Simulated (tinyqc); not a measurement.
Free and trapped electrons in a MOS channel with a dense trap tail: free and trapped charge against gate voltage.

p-type body, charge-sheet picture, full ionisation (an idealisation for deep acceptors), Boltzmann statistics for free electrons. e = Ec - EF at the surface. Acceptor-like traps of density D(E) = D0 + De exp(-E/Ew) at depth E below Ec, from 0 to Eu, hold n_t = integral of D(E)/(1 + exp((e - E)/Vt)). psi = Eg - Vt ln(Nv/Na) - e; N_dep = sqrt(2 eps0 eps_r Na (psi - Vt)/q); n_f = sqrt(N_dep^2 + 2 eps0 eps_r Vt Nc exp(-e/Vt)/q) - N_dep; Vg = Vfb + psi + q (N_dep + n_t + n_f)/Cox, Cox = eps0 eox/tox.

Free share n_f/(n_f + n_t); swing ln 10 n_f/(dn_f/dVg); field-effect mobility mf q (dn_f/dVg)/Cox, for a constant mf; oxide field q (N_dep + n_t + n_f)/(eps0 eox).

Inputs (values chosen for the exercise); band and dielectric values close to those of 4H silicon carbide:
- T = 475 K (temperature)
- Eg = 3.3 eV (band gap)
- eps_r = 9.64 (relative permittivity)
- Nc = 3.45e19 cm^-3 (conduction-band density of states at T)
- Nv = 5.02e19 cm^-3 (valence-band density of states at T)
- eox = 3.9 (relative permittivity of the insulator)
- tox = 52 nm (insulator thickness)
- Na = 1.1e16 cm^-3 (acceptor density)
- Vfb = -2.51 V (flat-band voltage without trapped charge)
- D0 = 9.7e10 cm^-2 eV^-1 (constant background density of acceptor-like traps)
- De = 4.1e13 cm^-2 eV^-1 (density of the tail at the conduction edge)
- Ew = 0.12 eV (decay energy of the tail)
- Eu = 0.96 eV (depth below Ec down to which the traps reach)
- mf = 170 cm^2/(V s) (mobility of free electrons)

Constants: q = 1.602176634e-19 C, kB = 1.380649e-23 J/K, Vt = kB T/q, eps0 = 8.8541878128e-14 F/cm where lengths are in cm. Results are converted to the units shown.

Result of one run:
```
Vg (V)	e (eV)	n_f (cm^-2)	n_t (cm^-2)	free share (%)	swing (mV/decade)	field-effect mobility (cm^2/(V s))	oxide field (MV/cm)
10.2	0.08944	8.471e11	2.658e12	24.17	1.053e4	75.95	1.893
```

What becomes of these results when the gate voltage Vg is changed from 10.2 to 6.3 V, all else the same?

Result of the changed run:
```
Vg (V)	e (eV)	n_f (cm^-2)	n_t (cm^-2)	free share (%)	swing (mV/decade)	field-effect mobility (cm^2/(V s))	oxide field (MV/cm)
6.3	0.1546	2.483e11	1.674e12	12.92	4889	47.97	1.156
```

The whole series:
```
Vg (V)	e (eV)	n_f (cm^-2)	n_t (cm^-2)	free share (%)	swing (mV/decade)	field-effect mobility (cm^2/(V s))	oxide field (MV/cm)
1.1	0.6859	7.764e5	4.471e10	0.001736	181.5	0.004040	0.2579
2.4	0.3435	3.099e9	4.006e11	0.7675	813.2	3.599	0.4420
3.7	0.2427	3.466e10	8.555e11	3.893	1861	17.59	0.6726
5	0.1897	1.172e11	1.284e12	8.359	3234	34.21	0.9124
6.3	0.1546	2.483e11	1.674e12	12.92	4889	47.97	1.156
7.6	0.1284	4.181e11	2.029e12	17.08	6717	58.79	1.401
8.9	0.1073	6.191e11	2.356e12	20.81	8620	67.82	1.647
10.2	0.08944	8.471e11	2.658e12	24.17	1.053e4	75.95	1.893
11.5	0.07380	1.100e12	2.935e12	27.26	1.242e4	83.68	2.140
```

n_f reaches 1e11 cm^-2 at Vg = 4.79 V, against 1.85 V without traps. The free share rises from 0.00174 to 27.3 % and the field-effect mobility rises from 0.00404 to 83.7 cm^2/(V s), although mf = 170 is constant: in the last row 49.2 % of Cox dVg goes into free electrons. The swing in the first row is 181 mV a decade (Vt ln 10 = 94.3). For Vg = 11.5 EF lies less than 2 Vt below the band edge, or above it, where degeneracy and confinement, left out, matter.

Computed by the program tinyqc: `OMP_NUM_THREADS=1 python tinyqc.py 2222066 2222067 out.jsonl`, one thread of a shared Intel Xeon 2.30GHz, about 0.02 s for the whole run.
